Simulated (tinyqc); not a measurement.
Comparisons within one model: Lorentz oscillators and the Kramers-Kronig relations. A value that a table varies takes the place of the one given here.

eps(E) = 1 + sum_j S_j/(E0_j^2 - E^2 - i G_j E).

Kramers-Kronig: eps1(E) = 1 + (2/pi) P integral_0^infinity E1 eps2(E1)/(E1^2 - E^2) dE1. Maclaurin rule on the grid E_j = j h, j = 1 .. M: eps1(E_i) = 1 + (4 h/pi) sum over j with j - i odd of E_j eps2(E_j)/(E_j^2 - E_i^2); nothing is added above E_M.

n + i k = sqrt(eps1 + i eps2) with k >= 0; R = ((n - 1)^2 + k^2)/((n + 1)^2 + k^2) at normal incidence from vacuum; alpha = 2 E k/(hbar c), times 1e8 for 1/cm; loss function Im(-1/eps) = eps2/(eps1^2 + eps2^2).

Constants: hbar c = 1973.269805 eV angstrom.

Parameters, chosen for this exercise: E0 = (6.06) eV (resonances); G = (1.7) eV (widths); S = (43.6) eV^2 (strengths); h = 0.4 eV (grid step); M = 40 (grid points E_j = j h); E_t = 1.4 eV (energy below the first line); E = 5.39 eV (photon energy).

## Numerical transform against the formula

Every third grid point is listed; the error is the transform minus the formula.

Dielectric function:

| E (eV) | eps2 | eps1 formula | eps1 transform | error |
|---|---|---|---|---|
| 0.80 | 0.045 | 2.207 | 2.205 | -0.002 |
| 2.00 | 0.137 | 2.318 | 2.311 | -0.008 |
| 3.20 | 0.324 | 2.580 | 2.579 | -0.001 |
| 4.40 | 0.912 | 3.118 | 3.108 | -0.010 |
| 5.60 | 3.476 | 2.959 | 2.959 | 0.000 |
| 6.80 | 2.248 | -0.851 | -0.851 | 0.000 |
| 8.00 | 0.638 | -0.280 | -0.289 | -0.009 |
| 9.20 | 0.268 | 0.178 | 0.174 | -0.003 |
| 10.40 | 0.142 | 0.425 | 0.417 | -0.008 |
| 11.60 | 0.086 | 0.572 | 0.567 | -0.005 |
| 12.80 | 0.057 | 0.667 | 0.658 | -0.009 |
| 14.00 | 0.040 | 0.732 | 0.724 | -0.008 |
| 15.20 | 0.029 | 0.780 | 0.765 | -0.015 |

The largest error listed is -0.015 at 15.20 eV. The rule samples every 2h = 0.8 eV and the narrowest line is 1.7 eV wide, so it is resolved. The grid ends at 16 eV, where eps2 is still 0.024; the error at the last point listed, nearest the missing tail, is -0.015.

## How far the spectrum must be known

The integrals are done by adaptive quadrature and cut at E_cut. f-sum share: (2/pi) integral of E eps2 over sum S. Static share: (2/pi) integral of eps2/E over eps(0) - 1.

Cut integrals:

| E_cut (eV) | eps1(E_t) | f-sum share | static share |
|---|---|---|---|
| 4.8 | 1.322 | 0.081 | 0.261 |
| 6.7 | 2.013 | 0.588 | 0.808 |
| 9.1 | 2.208 | 0.827 | 0.967 |
| 12.1 | 2.236 | 0.892 | 0.990 |
| 18.2 | 2.245 | 0.936 | 0.997 |
| 30.3 | 2.248 | 0.963 | 1.000 |

eps1(E_t) from the formula = 2.248

Cut at 6.7 eV, just above the last line, eps1(E_t) lacks 0.235; cut at 30.3 eV it lacks 0.001. At 9.1 eV the static sum has reached 0.967 and the f-sum only 0.827: the f-sum weights eps2 by E and the static sum by 1/E, so the f-sum needs the far tail.

## Optical constants across the spectrum

Spectrum:

| E (eV) | eps1 | eps2 | n | k | R | loss |
|---|---|---|---|---|---|---|
| 0.91 | 2.212 | 0.052 | 1.488 | 0.018 | 0.038 | 0.011 |
| 2.15 | 2.341 | 0.153 | 1.531 | 0.050 | 0.044 | 0.028 |
| 3.39 | 2.642 | 0.375 | 1.630 | 0.115 | 0.059 | 0.053 |
| 4.63 | 3.254 | 1.161 | 1.832 | 0.317 | 0.098 | 0.097 |
| 5.87 | 1.944 | 4.155 | 1.807 | 1.150 | 0.214 | 0.197 |
| 7.11 | -0.787 | 1.562 | 0.694 | 1.126 | 0.329 | 0.510 |
| 8.35 | -0.115 | 0.480 | 0.435 | 0.551 | 0.264 | 1.972 |
| 9.59 | 0.274 | 0.214 | 0.558 | 0.192 | 0.094 | 1.771 |
| 10.83 | 0.486 | 0.118 | 0.702 | 0.084 | 0.033 | 0.471 |
| 12.06 | 0.613 | 0.073 | 0.784 | 0.047 | 0.015 | 0.192 |
| 13.30 | 0.697 | 0.049 | 0.835 | 0.029 | 0.008 | 0.100 |
| 14.54 | 0.755 | 0.035 | 0.869 | 0.020 | 0.005 | 0.061 |

Among the energies listed the largest values are at (eV): eps2 5.87; n 4.63; k 5.87; R 7.11; loss 8.35. eps1 crosses zero at 6.29 and 8.64 eV; the last crossing is upward and marks the plasmon, against sqrt(sum S) = 6.60 eV for free electrons.

## What each oscillator parameter does

At the energy E. Each row changes one parameter from the base and keeps the others.

Results:

| case | eps1 | eps2 | n | k | R |
|---|---|---|---|---|---|
| base | 3.342 | 2.797 | 1.962 | 0.713 | 0.154 |
| E0 = (6.363) eV | 3.322 | 1.860 | 1.888 | 0.493 | 0.120 |
| G = (2.55) eV | 2.350 | 2.419 | 1.691 | 0.715 | 0.128 |
| S = (52.32) eV^2 | 3.810 | 3.357 | 2.108 | 0.796 | 0.181 |
| E = 5.659 eV | 2.787 | 3.659 | 1.922 | 0.952 | 0.186 |

The largest shifts from the base row, up to three for each result and ties (the steps differ in size, so this ranks the rows, not the parameters). eps1: G -0.992, E -0.555, S +0.468. eps2: E0 -0.937, E +0.862, S +0.559. n: G -0.271, S +0.146, E0 -0.074. k: E +0.239, E0 -0.220, S +0.083. R: E0 -0.034, E +0.031, G -0.027.

Computed by tinyqc, a small Python program: `OMP_NUM_THREADS=1 python tinyqc.py 1652109 1652110 out.jsonl` (the numbers bound the seed that draws the inputs); one thread of a shared host (Intel(R) Xeon(R) Processor @ 2.30GHz), about 0.1 s for the whole set of steps.
